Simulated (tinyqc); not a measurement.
From results back to parameters: two-band k.p model of the Delta valleys near the X point under shear strain. Five cases, with inputs chosen for the exercise.

Problem. Under a shear strain exy (|eta| < 1) the valley on the [001] axis has ml(eta) = ml/(1 - eta^2), 1/m[110] = 1/mt + eta/Mp and 1/m[1-10] = 1/mt - eta/Mp with Mp > 0, eta = D exy/Delta, Delta = 2 c k0^2/ml, k0 = kx0 2 pi/a, c = hbar^2/2m0.

Constants: hbar^2/2m0 = 3.80998211 eV angstrom^2.

Case 1.

Values chosen (near those of Si; the results hold for these values, not for the real material):
- a = 5.429 angstrom (lattice constant)
- ml = 0.93 m0 (longitudinal mass)
- kx0 = 0.152 2 pi/a (distance of the minimum from X)
- exy = 0.0021 (shear strain)

m[110], m[1-10], ml(eta) (m0): 0.18486881  0.22754784  0.94399224

Case 2.

Values chosen (near those of Si; the results hold for these values, not for the real material):
- a = 5.42 angstrom (lattice constant)
- ml = 0.919 m0 (longitudinal mass)
- kx0 = 0.143 2 pi/a (distance of the minimum from X)
- exy = -0.0022 (shear strain)

m[110], m[1-10], ml(eta) (m0): 0.22053908  0.17637500  0.93536539

Case 3.

Values chosen (near those of Si; the results hold for these values, not for the real material):
- a = 5.446 angstrom (lattice constant)
- ml = 0.891 m0 (longitudinal mass)
- kx0 = 0.146 2 pi/a (distance of the minimum from X)
- exy = -0.011 (shear strain)

m[110], m[1-10], ml(eta) (m0): 0.41080321  0.13392735  1.32245655

Case 4.

Values chosen (near those of Si; the results hold for these values, not for the real material):
- a = 5.431 angstrom (lattice constant)
- ml = 0.899 m0 (longitudinal mass)
- kx0 = 0.145 2 pi/a (distance of the minimum from X)
- exy = -0.0031 (shear strain)

m[110], m[1-10], ml(eta) (m0): 0.23630447  0.16744100  0.93651643

Case 5.

Values chosen (near those of Si; the results hold for these values, not for the real material):
- a = 5.439 angstrom (lattice constant)
- ml = 0.9 m0 (longitudinal mass)
- kx0 = 0.15 2 pi/a (distance of the minimum from X)
- exy = 0.0021 (shear strain)

m[110], m[1-10], ml(eta) (m0): 0.17668630  0.21754918  0.91365575

Find: mt; eta; Mp; D.

Solution. The mean of the two inverse transverse masses is 1/mt; eta^2 = 1 - ml/ml(eta), with the sign of 1/m[110] - 1/m[1-10] = 2 eta/Mp, which then gives Mp; D = eta Delta/exy.

Case 1.

mt = 0.204 m0
eta = 0.1217
Mp = 0.240 m0
D = 14.7 eV

Case 2.

mt = 0.196 m0
eta = -0.1323
Mp = 0.233 m0
D = 13.7 eV

Case 3.

mt = 0.202 m0
eta = -0.5712
Mp = 0.227 m0
D = 12.6 eV

Case 4.

mt = 0.196 m0
eta = -0.2001
Mp = 0.230 m0
D = 15.4 eV

Case 5.

mt = 0.195 m0
eta = 0.1223
Mp = 0.230 m0
D = 14.8 eV

Computed by tinyqc, one run a case: `OMP_NUM_THREADS=1 python tinyqc.py N N+1 out.jsonl` with N = 1081473, 1081510, 1081513, 1081533, 1081578; one thread of a shared Intel(R) Xeon(R) Processor @ 2.30GHz, about 0.01 s a run at most.
